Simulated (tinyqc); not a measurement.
Extended Hueckel theory, for H6, step by step. Computed by tinyqc, a small Python program that keeps every step (integrals from PySCF). Settings: charge = 0, K = 2.0, multiplicity = 1. Command: `OMP_NUM_THREADS=1 python tinyqc.py 29023 29024 out.jsonl` (the two numbers bound the seeds that draw the settings). One thread of a shared host (Intel(R) Xeon(R) Processor @ 2.60GHz), about 0.01 s of CPU time with the checks.

## Overlaps

Geometry (angstrom):
```
atom         x         y         z
H     0.000000  0.000000  0.000000
H     0.000000  0.000000  0.909000
H     0.000000  0.000000  1.933000
H     0.000000  0.000000  2.842000
H     0.000000  0.000000  3.866000
H     0.000000  0.000000  4.775000
```

Parameters chosen for this run:
```
element  shell  Slater exponent   H_ii (eV)
H           1s         1.300000  -13.600000
```

Slater orbitals, each expanded in six Gaussians scaled to its exponent.

overlap S, lower triangle:
```
          1H 1s     2H 1s     3H 1s     4H 1s     5H 1s     6H 1s
1H 1s  1.000000
2H 1s  0.524764  1.000000
3H 1s  0.114906  0.454581  1.000000
4H 1s  0.022507  0.114906  0.524764  1.000000
5H 1s  0.002923  0.018095  0.114906  0.454581  1.000000
6H 1s  0.000388  0.002923  0.022507  0.114906  0.524764  1.000000
```

## Wolfsberg-Helmholz matrix

diagonal H_ii (eV): 1H 1s -13.600000, 2H 1s -13.600000, 3H 1s -13.600000, 4H 1s -13.600000, 5H 1s -13.600000, 6H 1s -13.600000

K = 2.000000

H_ij = K' S_ij (H_ii + H_jj)/2 for i != j (the diagonal keeps H_ii), with K' = 2.

H (eV), lower triangle:
```
            1H 1s       2H 1s       3H 1s       4H 1s       5H 1s       6H 1s
1H 1s  -13.600000
2H 1s  -14.273591  -13.600000
3H 1s   -3.125452  -12.364590  -13.600000
4H 1s   -0.612181   -3.125452  -14.273591  -13.600000
5H 1s   -0.079514   -0.492175   -3.125452  -12.364590  -13.600000
6H 1s   -0.010563   -0.079514   -0.612181   -3.125452  -14.273591  -13.600000
```

## Orbitals

valence electrons = 6

Solve H C = S C e through S^(-1/2); fill by pairs from the bottom, a degenerate level sharing its electrons equally; each orbital has its largest coefficient positive (the first on a tie).

orbital energies (eV): -20.606073  -18.684906  -14.809780  -4.715708  8.299527  26.191508

occupations: 2.000000  2.000000  2.000000  0.000000  0.000000  0.000000

coefficients:
```
            MO1        MO2        MO3        MO4        MO5        MO6
1H 1s  0.188422   0.367567   0.486550   0.625128  -0.660099   0.433378
2H 1s  0.287441   0.394393   0.199804  -0.376904   0.863677  -0.806405
3H 1s  0.352560   0.149678  -0.422930  -0.542021  -0.351371   1.060574
4H 1s  0.352560  -0.149678  -0.422930   0.542021  -0.351371  -1.060574
5H 1s  0.287441  -0.394393   0.199804   0.376904   0.863677   0.806405
6H 1s  0.188422  -0.367567   0.486550  -0.625128  -0.660099  -0.433378
```

sum of one-electron energies = -108.201517 eV

## Mulliken analysis

P = C n C^T; charge = valence electrons (H 1) minus the sum of (P S)_ii on the atom; overlap population = 2 sum P_ij S_ij between two atoms.

charges: 1H -0.097712, 2H 0.074679, 3H 0.023033, 4H 0.023033, 5H 0.074679, 6H -0.097712

Overlap populations:
```
pair      value
2-1    0.622036
3-1   -0.038760
3-2    0.137955
4-1   -0.017498
4-2   -0.019394
4-3    0.589342
5-1    0.000075
5-2   -0.002389
5-3   -0.019394
5-4    0.137955
6-1    0.000213
6-2    0.000075
6-3   -0.017498
6-4   -0.038760
6-5    0.622036
```
